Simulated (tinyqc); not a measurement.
Size effects in the resistivity of thin metal films and interconnect lines: one step, computed by the program tinyqc. Command: `OMP_NUM_THREADS=1 python tinyqc.py 3003881 3003882 out.jsonl size walk`. One thread of a shared host (Intel(R) Xeon(R) Processor @ 2.30GHz), about 0.01 s of CPU time with the checks.

Electrons lose their drift at surfaces (a share 1 - p of the hits) and at grain boundaries (reflection R), besides bulk scattering.

Question. Grain boundaries. Mayadas-Shatzkes: alpha = (lambda/D) R/(1 - R); rho_b/rho = 1 - 3 alpha/2 + 3 alpha^2 - 3 alpha^3 ln(1 + 1/alpha).

Inputs (values chosen for the exercise, modelled on nickel): bulk mean free path lambda = 5.76 nm; grain-boundary reflection R = 0.63.

Geometry: film.

grain size D = 89.6 nm

Give: alpha; rho/rho_b from grains.

Answer.

alpha = 0.10946

rho/rho_b from grains = 1.1592

The linear estimate 1 + 3 alpha/2 gives 1.164, within 2 %.
